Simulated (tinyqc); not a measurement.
# Minority carriers and saturation current of a heavily doped emitter: what changes with what

n-type, parabolic bands, full ionisation. eta = (EF - Ec)/kB T solves N = Nc F12(eta), F12(x) = (2/sqrt(pi)) int_0^infinity sqrt(u)/(1 + exp(u - x)) du. The gap shrinks rigidly by dEg = a3 y^(1/3) + a4 y^(1/4) + a2 y^(1/2), y = N/1e18 cm^-3, an empirical law that is here taken as the true narrowing.

Values chosen for this exercise; band and dielectric values close to those of germanium: temperature T = 350 K; band gap Eg = 0.662 eV; conduction-band density of states at 350 K Nc = 1.34e19 cm^-3; valence-band density of states at 350 K Nv = 7.47e18 cm^-3; ionised donor density N = 2.4e18 cm^-3; coefficient of (N/1e18)^(1/3) a3 = 9.5 meV; coefficient of (N/1e18)^(1/4) a4 = 10.8 meV; coefficient of (N/1e18)^(1/2) a2 = 4.8 meV; minority-hole mobility mup = 200 cm^2/(V s); Auger coefficient Cn = 1.9e-31 cm^6/s; defect lifetime ts = 1.1 us; emitter width W = 140 nm; recombination velocity at the contact S = 7.4e5 cm/s.

Constants: q = 1.602176634e-19 C, kB = 1.380649e-23 J/K, Vt = kB T/q. Results are converted to the units shown.

Each table varies one quantity; the others keep the values above.

## Effect of the contact

ni = sqrt(Nc Nv) exp(-Eg/(2 Vt)), Eg in volts; degeneracy factor g = F12(eta) exp(-eta); nie^2 = ni^2 exp(dEg/kB T) g, p0 = nie^2/N; apparent narrowing dEg + kB T ln g. 1/tau = Cn N^2 + 1/ts, D = mup Vt, L = sqrt(D tau); J0 = (q p0 D/L)(s + tanh(W/L))/(1 + s tanh(W/L)), s = S L/D; the share recombining inside is 1 - 1/[cosh(W/L)(1 + tanh(W/L)/s)].

Result of one run:

| S (cm/s) | J0 (fA/cm^2) | share inside (%) |
|---|---|---|
| 340 | 2.063e9 | 7.624 |

What becomes of these results when the recombination velocity at the contact S is changed from 340 to 4.8e5 cm/s, all else the same?

Result of the changed run:

| S (cm/s) | J0 (fA/cm^2) | share inside (%) |
|---|---|---|
| 4.8e5 | 1.274e12 | 0.009098 |

The whole series:

| S (cm/s) | J0 (fA/cm^2) | share inside (%) |
|---|---|---|
| 80 | 6.059e8 | 25.96 |
| 340 | 2.063e9 | 7.624 |
| 1500 | 8.541e9 | 1.839 |
| 6200 | 3.444e10 | 0.4536 |
| 26000 | 1.377e11 | 0.1110 |
| 1.1e5 | 4.917e11 | 0.02875 |
| 4.8e5 | 1.274e12 | 0.009098 |
| 2.1e6 | 2.005e12 | 0.004590 |
| 8.8e6 | 2.304e12 | 0.003574 |

J0 rises from 6.06e8 to 2.30e12 fA/cm^2, between the limits q p0 (D/L) tanh(W/L) = 1.57e8 and q p0 (D/L) coth(W/L) = 2.42e12; W/L = 0.0081, so passivating the contact can gain at most a factor of 15400.

## Effect of the doping

Same model as above.

The mobility is held fixed.

Effect of the doping:

| N (cm^-3) | apparent narrowing (meV) | p0 (cm^-3) | L (nm) | J0 (fA/cm^2) | share inside (%) |
|---|---|---|---|---|---|
| 2.2e17 | 15.208 | 2.2111e11 | 25630 | 9.6470e12 | 0.0032291 |
| 4.5e17 | 18.988 | 1.2253e11 | 25231 | 5.3460e12 | 0.0033320 |
| 9.2e17 | 23.689 | 7.0044e10 | 23744 | 3.0560e12 | 0.0037622 |
| 1.9e18 | 29.553 | 4.1195e10 | 19447 | 1.7974e12 | 0.0056085 |
| 3.9e18 | 36.519 | 2.5283e10 | 12601 | 1.1032e12 | 0.013358 |
| 8e18 | 44.426 | 1.6020e10 | 6793.8 | 6.9917e11 | 0.045939 |
| 1.6e19 | 52.212 | 1.0369e10 | 3489.1 | 4.5297e11 | 0.17397 |
| 3.4e19 | 58.681 | 6.0469e9 | 1653.8 | 2.6532e11 | 0.77030 |
| 6.9e19 | 58.486 | 2.9604e9 | 816.19 | 1.3216e11 | 3.0972 |
| 1.4e20 | 44.311 | 9.1195e8 | 402.42 | 4.3542e10 | 11.741 |

What does the comparison show?

The apparent narrowing goes from 15.2 through a maximum of 58.7 (at N = 3.4e19 cm^-3 among the rows listed) to 44.3 meV. p0 goes as N^(-0.82) between the first two rows and N^(-1.66) between the last two (-1 without narrowing or degeneracy), and J0 falls from 9.65e12 to 4.35e10 fA/cm^2.

Range of the model: Band tails, non-parabolic bands and incomplete ionisation are left out.

Program tinyqc, `OMP_NUM_THREADS=1 python tinyqc.py 2330011 2330012 out.jsonl`; Intel Xeon 2.30GHz, shared host, one thread, about 0.01 s.
